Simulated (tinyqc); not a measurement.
Stretching all distances: RHF, UHF, MP2, CISD and CCSD against full CI in the sto-3g basis, for H3+, spin multiplicity 1. Computed by the program tinyqc with PySCF. Command: `OMP_NUM_THREADS=1 python tinyqc.py 112185 112186 out.jsonl`; one thread of a shared host (Intel(R) Xeon(R) Processor @ 2.60GHz), about 4 s.

Geometry (angstrom):
```
atom       x       y       z
H     0.0000  0.0000  0.0000
H     0.0000  0.0000  0.7810
H     0.0000  0.6760  0.3900
```

All coordinates are multiplied by the scale. c0^2 is the weight of the RHF determinant in the lowest singlet FCI state (UHF is spin-contaminated and may lie near states of higher spin) and n(LUMO) the first natural occupation beyond the occupied space.

Full CI energy (hartree) and errors against it (kcal/mol):
```
scale  distance 1-2 (angstrom)    E(FCI)     RHF     UHF     MP2   CISD   CCSD  <S^2> UHF   c0^2  n(LUMO)
0.990                    0.773  -1.22085  13.718  13.718   3.933  0.000  0.000      0.000  0.989    0.011
1.130                    0.883  -1.26414  15.531  15.531   4.611  0.000  0.000      0.000  0.985    0.015
1.270                    0.992  -1.27441  17.622  17.622   5.382  0.000  0.000      0.000  0.981    0.019
1.410                    1.101  -1.26544  20.073  20.073   6.268  0.000  0.000      0.000  0.976    0.024
1.560                    1.218  -1.24350  23.185  23.185   7.368  0.000  0.000      0.000  0.969    0.031
1.700                    1.328  -1.21672  26.608  26.608   8.544  0.000  0.000      0.000  0.961    0.039
1.840                    1.437  -1.18718  30.574  30.574   9.854  0.000  0.000      0.000  0.951    0.049
1.980                    1.546  -1.15705  35.097  35.080  11.265  0.000  0.000      0.025  0.939    0.061
2.120                    1.656  -1.12779  40.161  37.581  12.720  0.000  0.000      0.287  0.924    0.076
```

UHF parts from RHF first at scale 1.98 of those listed, where <S^2> leaves zero. The weight c0^2 goes from 0.99 to 0.92 and n(LUMO) from 0.01 to 0.08: static correlation grows as the bonds break into open-shell fragments. The spread of the error along the curve, which distorts its shape, is CCSD 0.0, CISD 0.0, MP2 8.8, UHF 23.9, RHF 26.4 kcal/mol. With two electrons CISD and CCSD are exact.
